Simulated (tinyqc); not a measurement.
Born-Mayer model of an ionic crystal AB: one step, computed by the program tinyqc. Command: `OMP_NUM_THREADS=1 python tinyqc.py 3009681 3009682 out.jsonl bornmayer walk`. One thread of a shared host (Intel(R) Xeon(R) Processor @ 2.30GHz), about 0.01 s of CPU time with the checks.

Energies are per ion pair and r is the nearest distance of unlike ions.

Task: Terms of the lattice energy. Madelung constant M, unlike neighbours z1, like neighbours z2 at f r, volume per pair: rock salt 1.747565, 6, 12, sqrt2, 2 r^3; caesium chloride 1.762675, 8, 6, 2/sqrt3, 8 r^3/(3 sqrt3); zinc blende 1.638055, 4, 12, sqrt(8/3), 16 r^3/(3 sqrt3). U(r) = -M z^2 e^2/(4 pi eps_0 r) + z1 lambda exp(-r/rho) + z2 [lambda2 exp(-f r/rho) - C/(f r)^6] (one mean like-ion term for both sublattices).

Inputs (values chosen for the exercise, for a model salt): ionic charge z = 1; unlike repulsion lambda = 10100 eV; range rho = 0.307 angstrom; like repulsion lambda2 = 251 eV; dispersion C between like ions = 65 eV angstrom^6.

Structure: zinc blende. Short range: with like-ion terms.

equilibrium distance r0 = 3.391179 angstrom

Constants: e^2/(4 pi eps_0) = 14.39964548 eV angstrom.

Give: terms; lattice energy U.

Result:

terms (eV): Coulomb -6.956, unlike repulsion 0.644, like repulsion 0.000, dispersion -0.027

lattice energy U = -6.338 eV per pair

The short-range terms together cancel 8.9 % of the Coulomb energy.
